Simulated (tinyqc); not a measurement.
# Chip with leakage that grows with temperature, electro-thermal loop and runaway, step by step

Numbers from tinyqc (`OMP_NUM_THREADS=1 python tinyqc.py 2520062 2520063 out.jsonl`; about 0.01 s on one thread of a shared Intel Xeon 2.30GHz). Printed values are rounded.

One temperature T for the device, T = T0 + Rth P(T), with P(T) = Pd + Pl (T/300 K)^2 exp[(q Ea/kB)(1/(300 K) - 1/T)]. The loop gain is Rth dP/dT; a solution is thermally stable when it is below one.

Parameters, values chosen for the exercise:
```
symbol   value  unit                                  meaning
T0         320     K                      ambient temperature
Pd         5.1     W  temperature-independent switching power
Pl      0.0689     W                   leakage power at 300 K
Ea         0.4    eV         activation energy of the leakage
Rth        4.8   K/W                       thermal resistance
```

Constants: q = 1.602176634e-19 C, kB = 1.380649e-23 J/K. Results are converted to the units shown.

## Iteration 1: temperature by Newton steps

T at the start = 320 K

P(T) = Pd + Pl (T/300 K)^2 exp[(q Ea/kB)(1/(300 K) - 1/T)]; P'(T) = (P - Pd)(2/T + q Ea/(kB T^2)); G = Rth P'; T(new) = T + (T0 + Rth P - T)/(1 - G).

P = 5.30619 W
G = 0.0510484
T after iteration 1 = 346.840 K

## Iteration 2: temperature by Newton steps

As before.

P = 5.84424 W
G = 0.158442
T after iteration 2 = 348.281 K

## Course of the iteration: temperature by Newton steps

Stop when T changes by less than 1e-6 K, or after 200 iterations.

Course of the iteration:
```
iteration    T (K)  |change| (K)
1          346.840          26.8
2          348.281          1.44
3          348.288       7.82e-3
4          348.288       2.38e-7
```

Converged in 4 iterations. At the end the number of correct digits about doubles with each step.

## Loop gain and effective thermal resistance

converged T = 348.288 K

P(T) = Pd + Pl (T/300 K)^2 exp[(q Ea/kB)(1/(300 K) - 1/T)]; P'(T) = (P - Pd)(2/T + q Ea/(kB T^2)); G = Rth P'. A small change of T0 changes T by 1/(1 - G) times as much.

P = 5.89343 W
G = 0.167603
dT/dT0 = 1.20135

The feedback is positive: heating raises the power. A second, unstable solution lies at 438.7 K; above it the temperature runs away.
